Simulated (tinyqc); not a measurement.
Sharp and graded interfaces: valley splitting in a one-orbital chain of atomic planes (second-neighbour model).

Each (001) plane carries one orbital with energy e0, hopping v to the next plane and u to the second: E(phi) = e0 + 2 v cos(phi) + 2 u cos(2 phi), where phi = pi - k a/4 (the sign of every second orbital is chosen so that v > 0, which shifts the phase by pi). The minimum lies at cos(phi0) = -v/(4u), phi0 = pi - (pi/2) k0 for a valley at k0 (2 pi/a), and e0 puts it at zero. A slab of N planes has hard walls: the matrix simply ends.

A well of Nw planes between barriers of 40 planes each (as of a SiGe alloy, taken as an offset alone). With x = j - 39.5 for plane j = 0, 1, ..., the potential is V0 (f(x) + f(Nw - x)) + F (j - 40) a/4, f(y) = 1/(1 + exp(y/L)), a step for L = 0; L is in planes, 4 L is about the distance over which f goes from 0.88 to 0.12, and 1 MV/m = 1e-4 V/angstrom.

Parameters, chosen for this exercise (near those of the Delta valleys of silicon; abrupt walls in this chain split the valleys several times more than measured wells; shifted at random, so the results belong to these values and not to a real crystal):
```
symbol  value  unit      meaning
a       5.425  angstrom  lattice constant; planes lie a/4 apart
V0      0.25   eV        barrier height
F       15     MV/m      field
Nw      62               planes in the well
```

u = 0.619988 eV
v = 0.620511 eV
e0 = 1.395235 eV

The lowest doublet for several interface widths L.

Doublet:
```
L (planes)  4 L (angstrom)  mean level (meV)  splitting (micro-eV)
0.00                  0.00             41.91               2102.89
0.25                  1.36             42.17               1089.78
0.50                  2.71             42.57                204.54
0.75                  4.07             43.07                 38.10
1.00                  5.42             43.70                  7.10
1.50                  8.14             45.27                  0.20
2.00                 10.85             47.12                  0.01
```

The mean level moves by +5.2 meV over the table, while the splitting falls from 2102.9 micro-eV at a step to 7.10 at L = 1 plane, a factor 296. Coupling the valleys needs the Fourier component of the potential at twice the valley wave vector, a period of a few planes, and grading removes it. Random alloy disorder, left out here, sets the splitting once this part is gone.

Computed by tinyqc, a small Python program: `OMP_NUM_THREADS=1 python tinyqc.py 1451226 1451227 out.jsonl` (the numbers bound the seed that draws the inputs); one thread of a shared host (Intel(R) Xeon(R) Processor @ 2.30GHz), about 0.01 s for the whole set of steps.
